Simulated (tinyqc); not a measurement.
Sheet resistance of a shallow doped layer with concentration-dependent mobility and limited activation: one step, computed by the program tinyqc. Command: `OMP_NUM_THREADS=1 python tinyqc.py 3030789 3030790 out.jsonl irvin walk`. One thread of a shared host (Intel(R) Xeon(R) Processor @ 2.30GHz), about 0.02 s of CPU time with the checks.

A layer of one dopant lies in a background of the opposite type. Current flows parallel to the surface down to the junction; depletion is ignored.

Problem. Active limit and depths. C(x) = C_s exp(-x^2/(2 l^2)). Temperatures in kelvin are T(C) + 273.15. Active limit C_a = prefactor x exp(-energy/(k_B T)); the junction lies where C = C_B, and the profile exceeds C_a down to x_a (zero if C_s is below C_a). Slope at the junction in nm per decade = ln(10) C/|dC/dx|.

Inputs (values chosen for the exercise, modelled on phosphorus in silicon):

| quantity | value | unit |
|---|---|---|
| surface concentration C_s | 1.3e+20 | 1/cm^3 |
| length l | 46 | nm |
| background C_B | 1.3e+17 | 1/cm^3 |
| prefactor of the active limit | 9.4e+21 | 1/cm^3 |
| energy of the active limit | 0.335 | eV |
| anneal temperature T | 950 | C |

Profile: Gaussian.

Constants: k_B = 8.617333262e-05 eV/K.

Give: active limit C_a; junction depth x_j; depth x_a; abruptness at the junction.

Solution.

active limit C_a = 3.916e+20 1/cm^3

junction depth x_j = 171.0 nm

depth x_a = 0 nm

abruptness at the junction = 28.50 nm/decade
